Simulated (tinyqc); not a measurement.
From results back to parameters: zigzag graphene nanoribbon in tight binding. Three cases, with inputs chosen for the exercise.

Problem. The edge state of a wide zigzag ribbon has weight 1 - x^2 on the edge site, x = 2 cos(k/2), and its amplitude falls by x from chain to chain, 1.5 acc apart. The weight below belongs to a hidden k between 2 pi/3 and pi.

Case 1.

Values chosen (out of a larger set: near those used for graphene; not measured data): acc = 1.42 angstrom (bond length).

edge weight = 0.296378

Case 2.

Values chosen (out of a larger set: near those used for graphene; not measured data): acc = 1.42 angstrom (bond length).

edge weight = 0.245424

Case 3.

Values chosen (out of a larger set: near those used for graphene; not measured data): acc = 1.42 angstrom (bond length).

edge weight = 0.824057

Find: k; decay length.

Solution. x = sqrt(1 - weight), k = 2 arccos(x/2), decay length = -1.5 acc/ln x.

Case 1.

k = 2.276
decay length = 12.119 angstrom

Case 2.

k = 2.243
decay length = 15.128 angstrom

Case 3.

k = 2.719
decay length = 2.452 angstrom

Computed by tinyqc, one run a case: `OMP_NUM_THREADS=1 python tinyqc.py N N+1 out.jsonl` with N = 1452159, 1452173, 1452240; one thread of a shared Intel(R) Xeon(R) Processor @ 2.30GHz, about 0.01 s a run at most.
